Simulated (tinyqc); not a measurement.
UHF in the sto-6g basis, for BeH2, spin multiplicity 1, step by step (part 2 of 2). Computed by tinyqc, a small Python program that keeps every step (integrals from PySCF). Command: `OMP_NUM_THREADS=1 python tinyqc.py 22087 22088 out.jsonl` (the two numbers bound the seeds that draw the settings). One thread of a shared host (Intel(R) Xeon(R) Processor @ 2.60GHz), about 0.2 s of CPU time with the checks.

Geometry (angstrom):
```
atom         x          y         z
Be    0.000000   0.000000  0.000000
H     0.000000   1.256000  0.095000
H     0.000000  -1.286000  0.098000
```

## Iteration 2: DIIS over 2 matrices

error matrix X^T (FDS - SDF) X (alpha):
```
           1          2          3         4          5          6          7
1   0.000000   0.000124  -0.000727  0.000000  -0.000456   0.013336   0.002990
2  -0.000124   0.000000   0.026686  0.000000  -0.013551  -0.000412   0.009096
3   0.000727  -0.026686   0.000000  0.000000   0.069521  -0.002703   0.014458
4   0.000000   0.000000   0.000000  0.000000   0.000000   0.000000   0.000000
5   0.000456   0.013551  -0.069521  0.000000   0.000000  -0.018668   0.096464
6  -0.013336   0.000412   0.002703  0.000000   0.018668   0.000000  -0.000324
7  -0.002990  -0.009096  -0.014458  0.000000  -0.096464   0.000324   0.000000
```

B (overlaps of the stored error matrices):
```
               1              2
1  2.3019420e-01  1.0757778e-01
2  1.0757778e-01  5.7962532e-02
```

Minimise |sum c_i e_i|^2 with sum c_i = 1: solve [B -1; -1 0][c; lambda] = [0; -1] with B_ij = tr e_i^T e_j summed over both spins, and take F = sum c_i F_i.

DIIS coefficients: -0.679650  1.679650

extrapolated F(alpha) (hartree), lower triangle:
```
            1Be 1s     1Be 2s   1Be 2px    1Be 2py    1Be 2pz      2H 1s      3H 1s
1Be 1s   -4.606090
1Be 2s   -1.252849  -0.598563
1Be 2px   0.000000   0.000000  0.202065
1Be 2py  -0.000364  -0.008276  0.000000  -0.252375
1Be 2pz   0.000838  -0.130316  0.000000   0.002660   0.178748
2H 1s    -0.428767  -0.442944  0.000000  -0.344054  -0.092519  -0.360418
3H 1s    -0.401376  -0.427370  0.000000   0.337766  -0.095983  -0.065420  -0.341978
```

extrapolated F(beta) (hartree), lower triangle:
```
            1Be 1s     1Be 2s   1Be 2px    1Be 2py   1Be 2pz      2H 1s      3H 1s
1Be 1s   -4.607958
1Be 2s   -1.251947  -0.615828
1Be 2px   0.000000   0.000000  0.198686
1Be 2py  -0.000347  -0.007694  0.000000  -0.259998
1Be 2pz   0.002708   0.091322  0.000000  -0.003842  0.199078
2H 1s    -0.428451  -0.444562  0.000000  -0.344112  0.046059  -0.350931
3H 1s    -0.401062  -0.428990  0.000000   0.337342  0.050438  -0.062449  -0.330220
```

## Iteration 2: diagonalisation and new density

X:
```
                 1          2          3         4          5          6         7
1Be 1s   -0.010991  -0.278914   0.941692  0.000000  -0.239589  -0.028108  0.230770
1Be 2s    0.099942   1.291483  -0.122653  0.000000  -0.045784  -0.061075  0.497926
1Be 2px   0.000000   0.000000   0.000000  1.000000   0.000000   0.000000  0.000000
1Be 2py   1.515743  -0.077863  -0.003552  0.000000   0.001456   0.540607  0.063700
1Be 2pz   0.007050   0.100155   0.259141  0.000000   0.963026  -0.004717  0.035755
2H 1s    -1.170730  -0.778247  -0.234874  0.000000   0.061965   0.326440  0.394192
3H 1s     1.042368  -0.888306  -0.238696  0.000000   0.062828  -0.413883  0.304557
```

D(alpha) after iteration 1, lower triangle:
```
            1Be 1s    1Be 2s   1Be 2px    1Be 2py   1Be 2pz      2H 1s     3H 1s
1Be 1s    1.019804
1Be 2s   -0.049521  0.193334
1Be 2px   0.000000  0.000000  0.000000
1Be 2py  -0.004185  0.006869  0.000000   0.250178
1Be 2pz  -0.084253  0.188353  0.000000  -0.009296  0.208846
2H 1s    -0.077106  0.165395  0.000000   0.202044  0.149491   0.300139
3H 1s    -0.074696  0.158433  0.000000  -0.199579  0.166804  -0.028163  0.304837
```

D(beta) after iteration 1, lower triangle:
```
            1Be 1s     1Be 2s   1Be 2px    1Be 2py    1Be 2pz      2H 1s     3H 1s
1Be 1s    1.027208
1Be 2s   -0.070598   0.248699
1Be 2px   0.000000   0.000000  0.000000
1Be 2py  -0.003430   0.004512  0.000000   0.259285
1Be 2pz   0.081835  -0.189249  0.000000   0.010965   0.160236
2H 1s    -0.083118   0.186954  0.000000   0.202235  -0.129545   0.297099
3H 1s    -0.081234   0.182112  0.000000  -0.200786  -0.147137  -0.021016  0.299878
```

overlap S, lower triangle:
```
           1Be 1s    1Be 2s   1Be 2px    1Be 2py   1Be 2pz     2H 1s     3H 1s
1Be 1s   1.000000
1Be 2s   0.254764  1.000000
1Be 2px  0.000000  0.000000  1.000000
1Be 2py  0.000000  0.000000  0.000000   1.000000
1Be 2pz  0.000000  0.000000  0.000000   0.000000  1.000000
2H 1s    0.086020  0.493368  0.000000   0.544738  0.041202  1.000000
3H 1s    0.080518  0.481053  0.000000  -0.537131  0.040932  0.048629  1.000000
```

Diagonalise F' = X^T F X, C = X C', fill 3 alpha and 3 beta electrons from the bottom; D(s) = C_occ C_occ^T; the new density keeps 0.2 of the old one (damping). Each column has its largest component positive (the first on a tie).

F' = X^T F X (alpha) (hartree), lower triangle:
```
           1          2          3         4          5          6          7
1   1.009155
2  -0.023411   0.457899
3   0.007859   0.354137  -3.487517
4   0.000000   0.000000   0.000000  0.202065
5  -0.002355  -0.106168   1.068935  0.000000  -0.112371
6   0.051976  -0.021364   0.186553  0.000000  -0.036624  -0.440856
7   0.009240   0.149843  -1.565942  0.000000   0.338037   0.089644  -1.237796
```

orbital energies (alpha) (hartree): MO1 -4.607661, MO2 -0.485731, MO3 -0.432461, MO4 0.202065, MO5 0.213268, MO6 0.489007, MO7 1.012093

coefficients C (alpha):
```
               MO1        MO2        MO3       MO4        MO5        MO6        MO7
1Be 1s    0.994727  -0.212167   0.017442  0.000000   0.050854  -0.196874  -0.000380
1Be 2s    0.021006   0.511968  -0.047603  0.000000  -0.134641   1.289147   0.043260
1Be 2px   0.000000   0.000000   0.000000  1.000000   0.000000   0.000000   0.000000
1Be 2py  -0.000007   0.045437   0.486330  0.000000   0.002801  -0.012574   1.536593
1Be 2pz   0.000459   0.188444  -0.024238  0.000000   0.981328   0.082710   0.003003
2H 1s    -0.001405   0.432073   0.373286  0.000000  -0.075650  -0.841544  -1.121286
3H 1s    -0.001688   0.356301  -0.449496  0.000000  -0.082283  -0.853813   1.065752
```

F' = X^T F X (beta) (hartree), lower triangle:
```
           1          2          3         4          5          6          7
1   1.009116
2  -0.023376   0.464352
3   0.008179   0.367827  -3.535366
4   0.000000   0.000000   0.000000  0.198686
5   0.000376  -0.058020   0.986378  0.000000  -0.079702
6   0.039357  -0.020532   0.178876  0.000000  -0.068221  -0.440503
7   0.008930   0.153763  -1.515241  0.000000   0.541709   0.087502  -1.224714
```

orbital energies (beta) (hartree): MO1 -4.609482, MO2 -0.478611, MO3 -0.431476, MO4 0.198686, MO5 0.200641, MO6 0.500860, MO7 1.011252

coefficients C (beta):
```
               MO1        MO2        MO3       MO4        MO5        MO6        MO7
1Be 1s    0.994802  -0.218220   0.023181  0.000000   0.007027  -0.195724  -0.000456
1Be 2s    0.020662   0.538125  -0.063695  0.000000  -0.147252   1.276364   0.043199
1Be 2px   0.000000   0.000000   0.000000  1.000000   0.000000   0.000000   0.000000
1Be 2py  -0.000024   0.056236   0.498669  0.000000  -0.003293  -0.011893   1.532280
1Be 2pz  -0.000809  -0.148927   0.024321  0.000000   0.964087   0.231746   0.003442
2H 1s    -0.001298   0.435043   0.355758  0.000000   0.183426  -0.827064  -1.124156
3H 1s    -0.001598   0.342348  -0.446066  0.000000   0.189219  -0.838864   1.070009
```

D(alpha) after iteration 2, lower triangle:
```
            1Be 1s    1Be 2s   1Be 2px    1Be 2py   1Be 2pz      2H 1s     3H 1s
1Be 1s    1.031801
1Be 2s   -0.080750  0.250521
1Be 2px   0.000000  0.000000  0.000000
1Be 2py  -0.001769  0.001463  0.000000   0.240901
1Be 2pz  -0.048809  0.115783  0.000000  -0.004439  0.070648
2H 1s    -0.084668  0.195806  0.000000   0.201347  0.087797   0.320853
3H 1s    -0.083031  0.194708  0.000000  -0.201847  0.095790  -0.016705  0.324168
```

D(beta) after iteration 2, lower triangle:
```
            1Be 1s     1Be 2s   1Be 2px    1Be 2py    1Be 2pz      2H 1s     3H 1s
1Be 1s    1.035672
1Be 2s   -0.092800   0.284989
1Be 2px   0.000000   0.000000  0.000000
1Be 2py  -0.001275  -0.000299  0.000000   0.253324
1Be 2pz   0.042173  -0.103216  0.000000   0.005196   0.050264
2H 1s    -0.087007   0.206527  0.000000   0.201943  -0.070818   0.312082
3H 1s    -0.085557   0.206506  0.000000  -0.202707  -0.078894  -0.012005  0.312919
```

## Iteration 16 (converged): orbitals

converged F(alpha) (hartree), lower triangle:
```
            1Be 1s     1Be 2s   1Be 2px    1Be 2py    1Be 2pz      2H 1s      3H 1s
1Be 1s   -4.586156
1Be 2s   -1.249223  -0.615283
1Be 2px   0.000000   0.000000  0.206893
1Be 2py  -0.000349  -0.004698  0.000000  -0.263728
1Be 2pz   0.001451  -0.019398  0.000000  -0.000318   0.204967
2H 1s    -0.427666  -0.447134  0.000000  -0.344720  -0.021412  -0.354625
3H 1s    -0.400484  -0.434718  0.000000   0.340510  -0.021280  -0.066796  -0.339664
```

converged F(beta) (hartree), lower triangle:
```
            1Be 1s     1Be 2s   1Be 2px    1Be 2py    1Be 2pz      2H 1s      3H 1s
1Be 1s   -4.586156
1Be 2s   -1.249223  -0.615283
1Be 2px   0.000000   0.000000  0.206893
1Be 2py  -0.000349  -0.004698  0.000000  -0.263728
1Be 2pz   0.001451  -0.019398  0.000000  -0.000318   0.204967
2H 1s    -0.427666  -0.447134  0.000000  -0.344720  -0.021412  -0.354625
3H 1s    -0.400484  -0.434718  0.000000   0.340510  -0.021280  -0.066796  -0.339664
```

Diagonalise F' = X^T F X, C = X C', fill 3 alpha and 3 beta electrons from the bottom; D(s) = C_occ C_occ^T. Each column has its largest component positive (the first on a tie).

F' = X^T F X (alpha) (hartree), lower triangle:
```
           1          2          3         4          5          6          7
1   1.008304
2  -0.019891   0.462689
3   0.008119   0.359581  -3.495068
4   0.000000   0.000000   0.000000  0.206893
5  -0.001156  -0.082471   1.026162  0.000000  -0.079384
6   0.038429  -0.018680   0.180640  0.000000  -0.052129  -0.444574
7   0.008085   0.147587  -1.531135  0.000000   0.439734   0.091215  -1.234945
```

orbital energies (alpha) (hartree): MO1 -4.587798, MO2 -0.469603, MO3 -0.435000, MO4 0.204510, MO5 0.206893, MO6 0.494819, MO7 1.010094

coefficients C (alpha):
```
               MO1        MO2        MO3        MO4       MO5        MO6        MO7
1Be 1s    0.994586  -0.219055   0.017809   0.028642  0.000000  -0.194473  -0.001751
1Be 2s    0.021506   0.533102  -0.050054  -0.140104  0.000000   1.279545   0.051833
1Be 2px   0.000000   0.000000   0.000000   0.000000  1.000000   0.000000   0.000000
1Be 2py  -0.000003   0.043694   0.501147   0.000640  0.000000  -0.021507   1.531779
1Be 2pz  -0.000108   0.018255  -0.001689   0.990415  0.000000   0.157101   0.003846
2H 1s    -0.001403   0.433898   0.365338   0.053687  0.000000  -0.833633  -1.130339
3H 1s    -0.001640   0.362700  -0.436969   0.054300  0.000000  -0.861620   1.064313
```

F' = X^T F X (beta) (hartree), lower triangle:
```
           1          2          3         4          5          6          7
1   1.008304
2  -0.019891   0.462689
3   0.008119   0.359581  -3.495068
4   0.000000   0.000000   0.000000  0.206893
5  -0.001156  -0.082471   1.026162  0.000000  -0.079384
6   0.038429  -0.018680   0.180640  0.000000  -0.052129  -0.444574
7   0.008085   0.147587  -1.531135  0.000000   0.439734   0.091215  -1.234945
```

orbital energies (beta) (hartree): MO1 -4.587798, MO2 -0.469603, MO3 -0.435000, MO4 0.204510, MO5 0.206893, MO6 0.494819, MO7 1.010094

coefficients C (beta):
```
               MO1        MO2        MO3        MO4       MO5        MO6        MO7
1Be 1s    0.994586  -0.219055   0.017809   0.028642  0.000000  -0.194473  -0.001751
1Be 2s    0.021506   0.533102  -0.050054  -0.140104  0.000000   1.279545   0.051833
1Be 2px   0.000000   0.000000   0.000000   0.000000  1.000000   0.000000   0.000000
1Be 2py  -0.000003   0.043694   0.501147   0.000640  0.000000  -0.021507   1.531779
1Be 2pz  -0.000108   0.018255  -0.001689   0.990415  0.000000   0.157101   0.003846
2H 1s    -0.001403   0.433898   0.365338   0.053687  0.000000  -0.833633  -1.130339
3H 1s    -0.001640   0.362700  -0.436969   0.054300  0.000000  -0.861621   1.064313
```

D(alpha) after iteration 16, lower triangle:
```
            1Be 1s     1Be 2s   1Be 2px    1Be 2py   1Be 2pz      2H 1s     3H 1s
1Be 1s    1.037502
1Be 2s   -0.096280   0.287166
1Be 2px   0.000000   0.000000  0.000000
1Be 2py  -0.000649  -0.001791  0.000000   0.253057
1Be 2pz  -0.004136   0.009814  0.000000  -0.000049  0.000336
2H 1s    -0.089937   0.212995  0.000000   0.202047  0.007304   0.321742
3H 1s    -0.088864   0.215193  0.000000  -0.203138  0.007360  -0.002264  0.322496
```

D(beta) after iteration 16, lower triangle:
```
            1Be 1s     1Be 2s   1Be 2px    1Be 2py   1Be 2pz      2H 1s     3H 1s
1Be 1s    1.037502
1Be 2s   -0.096280   0.287166
1Be 2px   0.000000   0.000000  0.000000
1Be 2py  -0.000649  -0.001791  0.000000   0.253058
1Be 2pz  -0.004136   0.009814  0.000000  -0.000049  0.000336
2H 1s    -0.089937   0.212995  0.000000   0.202047  0.007304   0.321742
3H 1s    -0.088864   0.215193  0.000000  -0.203138  0.007360  -0.002264  0.322496
```

## Convergence

Stop when the energy changes by less than 1e-09 hartree and every element of the error matrix X^T (F D S - S D F) X (for each spin) is below 9e-06.

Course of the cycle:
```
iteration   E (hartree)     change  largest element of the error matrix
1          -15.44223858          -                             1.55e-01
2          -15.60241253  -1.60e-01                             9.65e-02
3          -15.68111192  -7.87e-02                             4.92e-02
4          -15.71135439  -3.02e-02                             1.62e-02
5          -15.72167512  -1.03e-02                             4.50e-03
6          -15.72429481  -2.62e-03                             9.03e-04
7          -15.72486570  -5.71e-04                             2.89e-04
8          -15.72498186  -1.16e-04                             7.77e-05
9          -15.72500536  -2.35e-05                             2.22e-05
10         -15.72501009  -4.72e-06                             5.59e-06
11         -15.72501103  -9.46e-07                             1.72e-06
12         -15.72501122  -1.89e-07                             4.28e-07
13         -15.72501126  -3.79e-08                             1.70e-07
14         -15.72501127  -7.57e-09                             5.95e-08
15         -15.72501127  -1.51e-09                             2.21e-08
16         -15.72501127  -3.03e-10                             7.35e-09
```

PySCF UHF in the same basis, after a stability check = -15.72501127 hartree

Converged in 16 iterations.

## Populations, bond orders and dipole

Mulliken: Z minus the diagonal of D S on the atom; Loewdin: the same with S^(1/2) D S^(1/2); Mayer order: 2 sum_s sum (D(s) S)_ij (D(s) S)_ji over the two atoms.

Charges (e):
```
atom   Mulliken    Loewdin  Mulliken spin
1Be    0.115013   0.086316      -6.64e-08
2H    -0.058688  -0.043602       1.96e-08
3H    -0.056325  -0.042714       4.67e-08
```

Mayer bond orders:
```
pair     order
2-1   0.996553
3-1   0.996825
3-2   2.39e-06
```

dipole moment about the origin, x y z (debye): 0.000000  0.002334  -0.356719

<S^2> of the determinant (pure state: 0) = 0.000000
